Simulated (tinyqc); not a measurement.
Valley splitting in a one-orbital chain of atomic planes (second-neighbour model): sweeps and comparisons. A value that a table varies takes the place of the one given here.

Each (001) plane carries one orbital with energy e0, hopping v to the next plane and u to the second: E(phi) = e0 + 2 v cos(phi) + 2 u cos(2 phi), where phi = pi - k a/4 (the sign of every second orbital is chosen so that v > 0, which shifts the phase by pi). The minimum lies at cos(phi0) = -v/(4u), phi0 = pi - (pi/2) k0 for a valley at k0 (2 pi/a), and e0 puts it at zero. A slab of N planes has hard walls: the matrix simply ends.

A well of Nw planes between barriers of 40 planes each (as of a SiGe alloy, taken as an offset alone). With x = j - 39.5 for plane j = 0, 1, ..., the potential is V0 (f(x) + f(Nw - x)) + F (j - 40) a/4, f(y) = 1/(1 + exp(y/L)), a step for L = 0; L is in planes, 4 L is about the distance over which f goes from 0.88 to 0.12, and 1 MV/m = 1e-4 V/angstrom.

Constants: hbar^2/2m0 = 3.80998211 eV angstrom^2.

Parameters, chosen for this exercise (near those of the Delta valleys of silicon; abrupt walls in this chain split the valleys several times more than measured wells; the results hold for these values, not for the real material): a = 5.426 angstrom (lattice constant; planes lie a/4 apart); ml = 0.944 m0 (longitudinal mass); N0 = 25 (first number of planes); Nf = 120 (planes in the thick slab); V0 = 0.15 eV (barrier height); F = 15 MV/m (field); Nw = 57 (planes in the well); k0 = 0.831 2 pi/a (position of the valley).

## Splitting against the number of planes

u = 0.588875 eV
v = 0.617983 eV
e0 = 1.339883 eV
phi0 = 1.836261 rad

Ten slabs from N0 on, of thickness (N - 1) a/4 between the outer planes. Effective mass: E1 = (c/ml)(pi/W)^2 with W = (N + 2) a/4: the amplitude vanishes on two missing planes at each end, and the envelope has its nodes N + 2 spacings apart. Large-N estimate of the splitting: 16 pi^2 u |sin(phi0) sin((N + 2) phi0)|/(N + 2)^3.

Doublet (meV):
```
N   thickness (angstrom)  mean level  effective mass  splitting  estimate
25                 32.56       29.57           29.70      2.679     2.889
26                 33.91       27.57           27.61      3.779     3.731
27                 35.27       25.62           25.74      0.396     0.570
28                 36.63       24.03           24.05      3.263     3.303
29                 37.98       22.45           22.53      1.214     1.104
30                 39.34       21.10           21.14      2.109     2.195
31                 40.70       19.84           19.88      2.015     1.966
32                 42.05       18.67           18.73      0.797     0.887
33                 43.41       17.66           17.67      2.074     2.074
34                 44.76       16.65           16.70      0.322     0.253
```

The mean level falls smoothly, from 29.6 to 16.7 meV, within 0.5 % of the effective-mass value. The splitting swings between 0.322 (N = 34) and 3.779 meV (N = 26): one plane more or less changes the phase between the two walls by phi0 = 1.836 rad. The estimate misses the computed values by at most 0.210 meV.

## Splitting against the electric field

A thick slab in a field F: plane j = 0, 1, ... gains the energy F j a/4 (1 MV/m = 1e-4 V/angstrom), which presses the electron against the first wall. The exponent is the slope of ln(splitting) against ln F between 20 and 50 MV/m.

Doublet:
```
F (MV/m)  mean level (meV)  splitting (meV)  splitting/F (meV per MV/m)
1                     7.82           0.1416                      0.1416
2                    12.32           0.2813                      0.1406
5                    22.41           0.7032                      0.1406
10                   35.14           1.4069                      0.1407
20                   54.89           2.8153                      0.1408
30                   71.11           4.2249                      0.1408
50                   98.23           7.0470                      0.1409
```

exponent = 1.00

The splitting goes from 0.1416 to 7.0470 meV. At high field it grows as F^1.00: at a single hard wall it follows the squared slope of the envelope, which is proportional to F, while the level itself grows about as F^(2/3) (here F^0.64). A hard wall is the sharpest interface possible; real Si interfaces split several times less.

## Sharp and graded interfaces

The lowest doublet for several interface widths L.

Doublet:
```
L (planes)  4 L (angstrom)  mean level (meV)  splitting (micro-eV)
0.00                  0.00             39.18               2110.48
0.25                  1.36             39.38               1142.63
0.50                  2.71             39.68                231.32
0.75                  4.07             40.06                 42.46
1.00                  5.43             40.54                  7.67
1.50                  8.14             41.74                  0.23
2.00                 10.85             43.17                  0.01
```

The mean level moves by +4.0 meV over the table, while the splitting falls from 2110.5 micro-eV at a step to 7.67 at L = 1 plane, a factor 275. Coupling the valleys needs the Fourier component of the potential at twice the valley wave vector, a period of a few planes, and grading removes it. Random alloy disorder, left out here, sets the splitting once this part is gone.

## What each parameter does

Step interfaces (L = 0). u, v, e0 follow from 8 u sin^2(phi0) = (2c/ml)/(a/4)^2, v = -4u cos(phi0), e0 = 2u + v^2/(4u), c = hbar^2/2m0. Each row changes one parameter from the base and keeps the others.

Results:
```
case               mean level (meV)  splitting (micro-eV)
base                          39.18                2110.5
k0 = 0.841 2 pi/a             39.19                2101.5
ml = 1.038 m0                 38.05                2110.6
V0 = 0.225 eV                 40.79                2110.7
F = 30 MV/m                   55.62                 971.4
Nw = 58                       39.18                2110.4
```

The largest shifts from the base row, up to three for each result and ties (the steps differ in size, so this ranks the rows, not the parameters). mean level (meV): F +16.44, V0 +1.60, ml -1.13; unchanged at the printed digits by Nw. splitting (micro-eV): F -1139.1, k0 -9.0, V0 +0.2.

Program tinyqc; command `OMP_NUM_THREADS=1 python tinyqc.py 1450038 1450039 out.jsonl`; about 0.02 s on one thread of a shared Intel(R) Xeon(R) Processor @ 2.30GHz.
